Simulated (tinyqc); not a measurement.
X-ray photoelectron analysis of a thin oxide on a semiconductor: attenuation lengths, thickness, angle series and band offsets: one step, computed by the program tinyqc. Command: `OMP_NUM_THREADS=1 python tinyqc.py 3112894 3112895 out.jsonl xps walk`. One thread of a shared host (Intel(R) Xeon(R) Processor @ 2.30GHz), about 0.01 s of CPU time with the checks.

The same element is seen in the oxide and in the substrate, at nearly the same kinetic energy; films are flat and uniform, and the work function is ignored.

Task: Peak ratio. R_0 = (rho_o/M_o) L_o/((rho_s/M_s) L_s); peak ratio R = I_ox/I_sub = R_0 [exp(d/(L_o cos theta)) - 1]; hence d = L_o cos theta ln(1 + R/R_0). A carbon layer weakens both peaks alike, by exp(-d_C/(L_o cos theta)) if its L is taken equal to L_o. This R_0 leaves out intrinsic losses from the substrate peak, so calibrated values can be larger.

Inputs (values chosen for the exercise, modelled on SiO2 on silicon):
```
quantity                        value     unit
oxide density                    2.21   g/cm^3
oxide formula mass              60.08    g/mol
substrate density                2.33   g/cm^3
substrate formula mass          28.09    g/mol
oxide thickness d                 1.1       nm
emission angle from the normal     30  degrees
carbon overlayer                 0.35       nm
```

L in the oxide = 1.758775 nm

L in the substrate = 1.379299 nm

Give: R_0; d/(L_o cos theta); ratio R; oxide share of the counts; attenuation by carbon; depth 3 L_o cos theta.

Result:

R_0 = 0.5655

d/(L_o cos theta) = 0.7222

ratio R = 0.5988

oxide share of the counts = 0.3745

attenuation by carbon = 0.7947

depth 3 L_o cos theta = 4.569 nm
